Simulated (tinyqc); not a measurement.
# Quantum point contact as a saddle point with Zeeman splitting: effects of single changes

Potential V0 - m wx^2 x^2/2 + m wy^2 y^2/2; energies are counted from V0. Mode n = 0, 1, ... transmits T_n(E) = 1/(1 + exp(-2 pi (E - E_n)/wx)), E_n = wy (n + 1/2) +/- Ez/2 for the two spins, Ez = gs muB B, muB = q hbar/(2 m0); each spin carries q^2/h.

Values chosen for this exercise: temperature T = 0.5 K; transverse quantum hbar wy wy = 5.8 meV; curvature of the barrier hbar wx wx = 2.7 meV; size of the g factor gs = 5; in-plane magnetic field B = 8 T.

Constants: q = 1.602176634e-19 C, kB = 1.380649e-23 J/K, hbar = 1.054571817e-34 J s, m0 = 9.1093837015e-31 kg, Vt = kB T/q. Results are converted to the units shown.

Each table varies one quantity; the others keep the values above.

## Conductance steps

g(T) = int g(E) (-df/dE) dE = int g(mu + x kB T) dx/(4 cosh^2(x/2)), g(E) the zero-temperature value at E, g = G/(2 q^2/h).

Result of one run:
```
mu (meV)	g at T = 0	g(T)	dg/dmu (1/meV)
2.49	0.4380	0.4375	0.1776
```

What becomes of these results when the Fermi level above the saddle point mu is changed from 2.49 to 3.73 meV, all else the same?

Result of the changed run:
```
mu (meV)	g at T = 0	g(T)	dg/dmu (1/meV)
3.73	0.6543	0.6548	0.2627
```

The whole series:
```
mu (meV)	g at T = 0	g(T)	dg/dmu (1/meV)
0	0.008563	0.008699	0.01988
1.24	0.1192	0.1200	0.2118
2.49	0.4380	0.4375	0.1776
3.73	0.6543	0.6548	0.2627
4.97	0.9475	0.9469	0.1154
6.21	1.018	1.019	0.05664
7.46	1.228	1.228	0.2908
8.7	1.500	1.500	0.1395
9.94	1.772	1.772	0.2908
11.19	1.982	1.981	0.05664
12.43	2.052	2.053	0.1155
13.67	2.346	2.345	0.2627
14.91	2.562	2.563	0.1776
16.16	2.881	2.880	0.2129
17.4	3.000	3.000	0.03977
```

g rises from 0.00870 to 3.00. The slope is smallest, 0.0398 per meV, at mu = 17.4 meV (g = 3.00) and largest, 0.291, at 9.94 meV among the rows after the first. A riser is wx/(2 pi) = 0.430 meV wide by tunnelling and kB T = 0.0431 meV by heat, against the spacing wy = 5.8 meV and Ez = 2.32 meV.

## Spin splitting of the first step

Same model as above.

Results:
```
B (T)	Ez (meV)	g at mu = wy/2	dg/dmu there (1/meV)
0	0	0.5000	0.5771
2.3	0.6657	0.5000	0.5001
4.6	1.331	0.5000	0.3370
9.1	2.634	0.5000	0.1004
11.4	3.299	0.5000	0.04876
13.7	3.965	0.5001	0.02315
16	4.631	0.5002	0.01107
```

Estimate the missing row, B = 6.9 T.

Computed row:
```
B (T)	Ez (meV)	g at mu = wy/2	dg/dmu there (1/meV)
6.9	1.997	0.5000	0.1906
```

With this row back in the table: At the middle of the first riser g stays near 1/2, while the slope falls from 0.577 to 0.0111 1/meV. It is below a fifth of its zero-field value from B = 9.1 T on, where Ez = 2.63 meV exceeds the width of the riser, about 1/slope = 1.73 meV at zero field: a plateau at q^2/h has formed.

Range of the model: Orbital effects of the in-plane field and interactions (such as the 0.7 feature) are left out.

Computed by the program tinyqc: `OMP_NUM_THREADS=1 python tinyqc.py 2740018 2740019 out.jsonl`, one thread of a shared Intel Xeon 2.30GHz, about 0.03 s for the whole run.
